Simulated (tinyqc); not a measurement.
Inputs raised by 10 %, one at a time: hot carriers by balance equations with a heated Maxwellian. Computed by tinyqc, a small Python program. Command: `OMP_NUM_THREADS=1 python tinyqc.py 3004958 3004959 out.jsonl hot sens`. One thread of a shared host (Intel(R) Xeon(R) Processor @ 2.30GHz), about 0.03 s of CPU time with the checks.

The carriers follow a Maxwellian at an electron temperature T_e, slightly displaced; the drift energy is neglected against k_B T_e. The balance averages the rate, not the time, so mu_0 lies below the relaxation-time value.

Inputs (values chosen for the exercise, modelled on holes in germanium):

| quantity | value | unit |
|---|---|---|
| effective mass m | 0.3 | m_0 |
| density rho | 5323 | kg/m^3 |
| sound velocity v_l | 5400 | m/s |
| acoustic deformation potential D_A | 4.7 | eV |
| phonon energy hbar w | 35.9 | meV |
| optical or intervalley deformation potential D_o | 9.1 | 1e8 eV/cm |
| final valleys Z_f | 1 | - |
| lattice temperature T | 350 | K |
| electric field F | 5.3 | kV/cm |
| iteration cap | 300 | - |

Band: parabolic. Solver: Newton.

Constants: k_B = 8.617333262e-05 eV/K; k_B = 1.380649e-23 J/K; e = 1.602176634e-19 C; hbar = 1.054571817e-34 J s; m_0 = 9.1093837015e-31 kg; hbar = 6.582119569e-16 eV s.

Method:
- Parabolic band: E = hbar^2 k^2/(2 m), speed v = hbar k/m, states per spin, volume and energy g(E) = m k/(2 pi^2 hbar^2). Masses are multiplied by m_0 and all formulas are in SI units.
- Phonon occupation N_q = 1/(exp(hbar w/(k_B T)) - 1).
- Acoustic deformation potential (elastic, equipartition, absorption and emission together): 1/tau = 2 pi k_B T D_A^2 g(E)/(hbar rho v_l^2).
- Optical or intervalley deformation potential: 1/tau = (pi Z_f D_o^2/(rho w)) [N_q g(E + hbar w) + (N_q + 1) g(E - hbar w)], with g = 0 below the band edge.
- Averages over the Maxwellian, <y> = int y x^(1/2) exp(-x) dx / int x^(1/2) exp(-x) dx with x = E/(k_B T_e), split at x_0 = hbar w/(k_B T_e): 64 Gauss-Legendre points in sqrt(x) below it and 128 in sqrt(x - x_0) above it, up to x = 32. Momentum balance: mu(T_e) = e/(m nu), nu = <x (sum of rates)>/<x>. Power lost per carrier: P(T_e) = hbar w <emission rate - absorption rate> + <(2 m v_l^2/(k_B T)) (E - 2 k_B T) acoustic rate>.
- Energy relaxation time at weak heating: tau_E = (3/2) k_B / (dP/dT_e), the derivative by a central difference of +/- 0.5 K at T_e = T.
- Newton: h(T_e) = P - e mu F^2, T_new = T_e - h/h', with h' by a central difference of +/- 0.5 K, limited to the range T to 3 T_e.
- Start at T_e = 1.5 T; stop when T_e moves by less than 1e-6 K or exceeds 1e6 K.
- v = mu(T_e) F; warm-carrier coefficient (mu/mu_0 - 1)/F^2.

Runs:

| input moved | from | to | drift velocity (1e7 cm/s) | low-field mobility mu_0 (cm^2/(V s)) | energy relaxation time tau_E (ps) | mobility mu(T_e) (cm^2/(V s)) |
|---|---|---|---|---|---|---|
| base run | - | - | 0.52781 | 1454.5 | 1.0785 | 995.9 |
| effective mass m (m_0) | 0.3 | 0.33 | 0.45191 | 1146.1 | 0.9345 | 852.7 |
| sound velocity v_l (m/s) | 5400 | 5940 | 0.54341 | 1517.2 | 1.0785 | 1025.3 |
| acoustic deformation potential D_A (eV) | 4.7 | 5.17 | 0.51022 | 1385.2 | 1.0777 | 962.7 |
| phonon energy hbar w (meV) | 35.9 | 39.49 | 0.58675 | 1710.0 | 1.1315 | 1107.1 |
| optical or intervalley deformation potential D_o (1e8 eV/cm) | 9.1 | 10.01 | 0.48878 | 1253.9 | 0.8919 | 922.2 |
| lattice temperature T (K) | 350 | 385 | 0.47880 | 1238.6 | 1.0848 | 903.4 |
| electric field F (kV/cm) | 5.3 | 5.83 | 0.55414 | 1454.5 | 1.0785 | 950.5 |

Exponents ln(y'/y) / ln(x'/x):

| input | drift velocity | low-field mobility mu_0 | energy relaxation time tau_E | mobility mu(T_e) |
|---|---|---|---|---|
| effective mass m | -1.629 | -2.500 | -1.504 | -1.629 |
| sound velocity v_l | 0.306 | 0.443 | 0.000 | 0.306 |
| acoustic deformation potential D_A | -0.355 | -0.512 | -0.008 | -0.355 |
| phonon energy hbar w | 1.111 | 1.698 | 0.503 | 1.111 |
| optical or intervalley deformation potential D_o | -0.806 | -1.557 | -1.994 | -0.806 |
| lattice temperature T | -1.023 | -1.686 | 0.061 | -1.023 |
| electric field F | 0.511 | 0.000 | 0.000 | -0.489 |

Which inputs matter most for each result?

Among the inputs moved here: drift velocity answers most in size to effective mass m (exponent -1.629), next to phonon energy hbar w (+1.111). Low-field mobility mu_0 answers most in size to effective mass m (exponent -2.500), next to phonon energy hbar w (+1.698); its exponent is below 0.0005 for electric field F. Its exponent -2.500 in effective mass m: rates scale as m^(3/2) and mu = e tau/m. Energy relaxation time tau_E answers most in size to optical or intervalley deformation potential D_o (exponent -1.994), next to effective mass m (-1.504); its exponent is below 0.0005 for sound velocity v_l, electric field F. mobility mu(T_e) answers most in size to effective mass m (exponent -1.629), next to phonon energy hbar w (+1.111).
